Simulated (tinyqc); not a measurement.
Charge control and current of a heterostructure field-effect transistor: one step, computed by the program tinyqc.

Two subbands in a triangular well; E_F is counted from the conduction band edge of the channel at the interface.

Question. Saturation current. With V = e n_s/C_g and V_c = v_s L/mu: for v = mu F up to v_s, I/W = C_g v_s V_c (sqrt(1 + (V/V_c)^2) - 1) and V_Dsat = V + V_c - sqrt(V^2 + V_c^2); g_m = dI/dV; extrinsic g_m/(1 + g_m R_S); f_T = g_m/(2 pi C_g L).

Inputs (values chosen for the exercise, modelled on AlGaAs/GaAs):
```
quantity                                value        unit
permittivity eps (barrier and channel)   12.3           -
conduction band offset dE_c              0.14          eV
mobility mu                              7900  cm^2/(V s)
saturation velocity v_s                   1.7    1e7 cm/s
gate length L                              55          nm
source resistance R_S                    0.24      ohm mm
temperature T                             300           K
spacer between delta layer and channel    2.1          nm
```

Charge source: delta doping. Velocity law: two-piece.

sheet density n_s = 3.515678e+12 1/cm^2

gate capacitance C_g = 0.3573434 microfarad/cm^2

Constants: e = 1.602176634e-19 C.

Give: V; V_c; V_Dsat; saturation current I/W; intrinsic g_m; extrinsic g_m; intrinsic f_T.

Answer.

V = 1.576 V

V_c = 0.01184 V

V_Dsat = 0.01179 V

saturation current I/W = 950.4 mA/mm

intrinsic g_m = 607.5 mS/mm

extrinsic g_m = 530.2 mS/mm

intrinsic f_T = 491.9 GHz

V/V_c = 133.18: velocity saturation rules; I is 99 % of e n_s v_s = 958 mA/mm. Caution: E_F lies above the conduction band minimum of the barrier, so electrons would spill into the barrier.
